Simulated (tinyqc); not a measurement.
From results back to parameters: two-dimensional electron gas with Rashba and Dresselhaus coupling. Three cases, with inputs chosen for the exercise.

Problem. For pure Rashba coupling above the band crossing, k_outer - k_inner = al m/c with c = hbar^2/2m0, and each branch holds k^2/(4 pi) electrons per area. Beating of Shubnikov-de Haas oscillations gives the two densities; those below come from a hidden al (1e11/cm^2 = 1e-5/angstrom^2).

Constants: hbar^2/2m0 = 3.80998211 eV angstrom^2.

Case 1.

Values chosen (out of a larger set: of the size met in GaN; not measured data): m = 0.2053 m0 (mass).

densities (1e11/cm^2): outer 2.078217, inner 2.021783

Case 2.

Values chosen (out of a larger set: of the size met in GaAs; not measured data): m = 0.0665 m0 (mass).

densities (1e11/cm^2): outer 7.536244, inner 7.463756

Case 3.

Values chosen (out of a larger set: of the size met in GaN; not measured data): m = 0.2047 m0 (mass).

densities (1e11/cm^2): outer 1.866297, inner 1.833703

Find: k_outer, k_inner; al.

Solution. k = sqrt(4 pi n) for each branch, and al = c (k_outer - k_inner)/m.

Case 1.

k_outer, k_inner (1/angstrom): 0.01616  0.01594

al = 0.00410 eV angstrom

Case 2.

k_outer, k_inner (1/angstrom): 0.03077  0.03063

al = 0.00850 eV angstrom

Case 3.

k_outer, k_inner (1/angstrom): 0.01531  0.01518

al = 0.00250 eV angstrom

Computed by tinyqc, one run a case: `OMP_NUM_THREADS=1 python tinyqc.py N N+1 out.jsonl` with N = 1451344, 1451389, 1451430; one thread of a shared Intel(R) Xeon(R) Processor @ 2.30GHz, about 0.01 s a run at most.
